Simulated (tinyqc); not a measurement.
Square-lattice Ising model by mean field, Bethe lattice, transfer matrix, exact enumeration and Monte Carlo steps: one step, computed by the program tinyqc. Command: `OMP_NUM_THREADS=1 python tinyqc.py 3013122 3013123 out.jsonl ising walk`. One thread of a shared host (Intel(R) Xeon(R) Processor @ 2.30GHz), about 0.07 s of CPU time with the checks.

H = -J sum over nearest pairs s_i s_j, s = +-1, no field, periodic boundaries; energies per site are in J. As a lattice gas or an alloy, s marks which species holds the site.

Question. Exact averages on the small cell. Weights count x exp(-K E); N = 16; u = <E>/N, c = K^2 (<E^2> - <E>^2)/N in k_B, Binder U = 1 - <M^4>/(3 <M^2>^2).

Inputs (values chosen for the exercise, for a model lattice): temperature T = 263 K.

Enumerated cell: 4 x 4.

States of the 4 x 4 cell:
```
E (J)  |M|  count
-32     16      2
-24     14     32
-20     12     64
-16      0      8
-16      8     48
-16     10    192
-16     12    176
-12      2    128
-12      4    192
-12      6    384
-12      8    512
-12     10    512
-8       0    768
-8       2   1248
-8       4   1408
-8       6   1376
-8       8   1472
-8      10    416
-4       0   1600
-4       2   3840
-4       4   3648
-4       6   3328
-4       8   1152
0        0   4356
0        2   7360
0        4   5856
0        6   2496
0        8    456
4        0   3264
4        2   6272
4        4   3136
4        6    896
8        0   2112
8        2   2784
8        4   1536
8        6    256
12       0    576
12       2   1024
12       4    128
16       0    120
16       2    192
16       4    112
20       0     64
24       2     32
32       0      2
```

K = 0.2541522

Give: ln Z / N; u, cell; heat capacity c, cell; <|m|>, cell; Binder cumulant U.

Answer.

ln Z / N = 0.7652

u, cell = -0.6416

heat capacity c, cell = 0.2536

<|m|>, cell = 0.4256

Binder cumulant U = 0.3118
